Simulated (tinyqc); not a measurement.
Worked calculation: lattice vibrations of a chain. Computed by tinyqc, a small Python program that keeps every step. Command: `OMP_NUM_THREADS=1 python tinyqc.py 29273 29274 out.jsonl` (the two numbers bound the seeds that draw the settings). One thread of a shared host (Intel(R) Xeon(R) Processor @ 2.60GHz), about 0.01 s of CPU time with the checks.

## Dynamical matrix at q = 0.04

A chain moving along its axis:
```
atom                mass (u)  spring to the next atom (eV/angstrom^2)
1                   62.70000                                  9.60000
2                   81.10000                                  3.60000
3                  105.50000                                 11.90000
second neighbours          -                                  0.70000
```

q is in units of 2 pi/a. A spring k from atom i to atom j, n cells on, adds k to Phi_ii and Phi_jj, -k exp(2 pi i q n) to Phi_ij and the conjugate to Phi_ji (for one atom a cell: 2k (1 - cos 2 pi q n)); D_ij = Phi_ij / sqrt(m_i m_j).

D(q) (eV/(angstrom^2 u)):
$$\begin{pmatrix}
0.36523 & -0.14413+0.00244i & -0.15032+0.03639i \\
-0.14413-0.00244i & 0.18002 & -0.04625+0.00188i \\
-0.15032-0.03639i & -0.04625-0.00188i & 0.16019
\end{pmatrix}$$

## Frequencies

omega^2 are the eigenvalues; wavenumber = 521.4708 sqrt(eigenvalue) 1/cm.

eigenvalues: [0.00080, 0.21652, 0.48813]

wavenumbers (1/cm): [14.7, 242.6, 364.3]

weights |e|^2 of the mass-weighted modes, order atom 1, atom 2, atom 3:
$$\begin{pmatrix}
0.25136 & 0.00148 & 0.74716 \\
0.32500 & 0.55123 & 0.12376 \\
0.42364 & 0.44729 & 0.12908
\end{pmatrix}$$

## Dispersion and heat capacity

C/k_B per atom = mean over q = (j + 1/2)/80, j = 0..39 and all branches of y^2 e^y/(e^y - 1)^2, y = hc wavenumber / k_B T.

Wavenumbers (1/cm):
```
q         branch 1   branch 2   branch 3
0.00000    0.00000  243.07749  364.34382
0.06250   22.95230  242.03379  364.31568
0.12500   45.61384  238.92385  364.23599
0.18750   67.67852  233.81810  364.11783
0.25000   88.79667  226.86272  363.98014
0.31250  108.50468  218.35113  363.84419
0.37500  126.01923  208.93186  363.73028
0.43750  139.59187  200.25574  363.65482
0.50000  145.23866  196.24771  363.62845
```

Heat capacity:
```
T (K)  C/k_B per atom
20            0.08467
50            0.23028
100           0.48764
200           0.78437
300           0.89083
600           0.97026
1200          0.99240
```

zero-point energy per atom = 13.88219 meV
